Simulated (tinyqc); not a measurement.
Landau-Devonshire theory of a uniaxial ferroelectric: one step, computed by the program tinyqc. Command: `OMP_NUM_THREADS=1 python tinyqc.py 3030269 3030270 out.jsonl ferro walk`. One thread of a shared host (Intel(R) Xeon(R) Processor @ 2.30GHz), about 0.01 s of CPU time with the checks.

G(P) = (alpha/2) P^2 + (beta*/4) P^4 + (gamma/6) P^6 - E P per volume, SI units, one domain, P along the polar axis, which is normal to the film.

Problem. A capacitor with imperfect screening. Between shorted electrodes with screening length lambda each, the depolarising field is -k P, k = 2 lambda/(eps_0 (d + 2 lambda eps_b)), so alpha turns into alpha + k. Ps^2 = [-beta* + sqrt(beta*^2 - 4 alpha gamma)]/(2 gamma). The polar state is the lowest uniform state while alpha + k < 0 (beta* > 0) or < 3 beta*^2/(16 gamma) (beta* < 0); setting the equality gives the critical thickness d_c.

Inputs (values chosen for the exercise, for a model ferroelectric): Curie-Weiss temperature T0 = 440 K; gamma = 2.36e+10 J m^9/C^6; temperature T = 260 K; film thickness d = 12 nm; screening length lambda = 0.025 nm; background permittivity eps_b = 5.

Sample: epitaxial film.

alpha = -6.147042e+08 J m/C^2

beta* = 4.341690e+09 J m^5/C^4

Constants: eps_0 = 8.8541878128e-12 F/m.

Give: depolarising coefficient k; polarisation of the film; size of the depolarising field; critical thickness d_c.

Solution.

depolarising coefficient k = 4.6098e+08 J m/C^2

polarisation of the film = 17.432 microcoulomb/cm^2

size of the depolarising field = 80.358 MV/m

critical thickness d_c = 8.9366 nm
